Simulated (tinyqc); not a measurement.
# Worked calculation: band bending at a free surface with one surface level, surface photovoltage and Kelvin probe

Program tinyqc, `OMP_NUM_THREADS=1 python tinyqc.py 2430068 2430069 out.jsonl`; Intel Xeon 2.30GHz, shared host, one thread, about 0.01 s. Printed values are rounded.

n-type bulk, xi = Ec - EF = Vt ln(Nc/Nd), p0 = ni^2/Nd, ni = sqrt(Nc Nv) exp(-Eg/(2 Vt)), Eg in volts. b is the upward band bending, u = b/Vt. Space charge per area, in units of q: Qc = sign(b) sqrt((2 eps0 eps_r Vt/q) [(Nd + dn)(exp(-u) - 1) + Nd u + (p0 + dn)(exp(u) - 1)]), with dn the excess density under light (flat quasi-Fermi levels; 0 in the dark). The level holds -Ns f, f = 1/(1 + exp((xi + b - Es)/Vt)). Neutrality: Qc + Qf + (charge of the states) = 0.

Values chosen for this exercise; band and dielectric values close to those of 4H silicon carbide: temperature T = 350 K; band gap Eg = 3.3 eV; relative permittivity eps_r = 9.87; conduction-band density of states at T Nc = 2.1e19 cm^-3; valence-band density of states at T Nv = 3.18e19 cm^-3; electron affinity chi = 3.66 eV; donor density Nd = 6.4e17 cm^-3; fixed positive charge at the surface Qf = 0 cm^-2; work function of the probe tip pt = 4.31 eV; density of an acceptor-like surface level Ns = 4.9e12 cm^-2; its depth below the conduction edge Es = 0.29 eV; excess carrier density under light dn = 1.7e12 cm^-3.

Constants: q = 1.602176634e-19 C, kB = 1.380649e-23 J/K, Vt = kB T/q, eps0 = 8.8541878128e-14 F/cm where lengths are in cm. Results are converted to the units shown.

## Bulk quantities

xi, ni, p0, the Debye length sqrt(eps0 eps_r Vt/(q Nd)) and the flat-band work function chi + xi.

xi = 0.105285 eV
ni = 4.50162e-5 cm^-3
p0 = 3.16634e-27 cm^-3
Debye length = 5.07000 nm
chi + xi = 3.76529 eV

## Charges against band bending

b, point 0 to 6 (V): 0.066  0.11  0.154  0.198  0.242  0.286  0.33

Evaluate Qc, the surface charge Qf - Ns f and their sum in the dark; the root lies where the sum changes sign.

```
point  Qc (cm^-2)  surface charge (cm^-2)  sum (cm^-2)
0      5.23287e11             -4.80616e12  -4.28287e12
1      7.50272e11             -4.52040e12  -3.77012e12
2      9.30534e11             -3.59981e12  -2.66928e12
3      1.08264e12             -1.91897e12  -8.36330e11
4      1.21618e12             -6.37902e11   5.78274e11
5      1.33650e12             -1.64778e11   1.17172e12
6      1.44686e12             -3.93262e10   1.40754e12
```

The sum rises steadily with b, so there is one root; bisection gives b = 0.22029 V.

## Work function and Kelvin-probe reading

converged b = 0.220289 V

Work function chi + xi + b; contact potential difference CPD = (work function of the sample) - pt. Depth of EF below Ec at the surface: xi + b. Depletion width Qc/Nd.

xi + b = 0.325574 eV
Qc = 1.15220e12 cm^-2
Qc/Nd = 18.0032 nm
work function = 3.98557 eV
CPD = -324.426 mV

The level is 23.5 % filled: the Fermi level is pinned at it.

## Surface photovoltage

Under chopped light the surface charge keeps its dark value, so b falls to bL with Qc(bL, dn) = Qc(b, 0); the photovoltage is b - bL. Qc rises with b, so bL follows by bisection.

bL = 0.220171 V
photovoltage = 0.118504 mV
share of b removed = 0.0537947 %
excess holes at the surface, dn exp(bL/Vt) = 2.51632e15 cm^-3
